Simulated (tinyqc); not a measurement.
## Gain factor and gap resistance from two string resistances

Inverse problem. At small bit-line voltage each of the 48 cells has the resistance 1/(K x) at overdrive x (no mobility reduction) in series with a gap resistance Rg. Find K, Rg and the share of the gaps at the higher overdrive.

resistance of a string of 48 equal cells at overdrives of 3.7 and 7.3 V (kohm): 3154.8029  1700.7960

Solution. The resistance per cell is a straight line in 1/x with slope 1/K and intercept Rg.

K = 4.40 uA/V^2
Rg = 4.30 kohm
share of the gaps = 12.1 %

Numbers from tinyqc (`OMP_NUM_THREADS=1 python tinyqc.py 2142168 2142169 out.jsonl`; about 0.3 s on one thread of a shared Intel Xeon 2.30GHz).
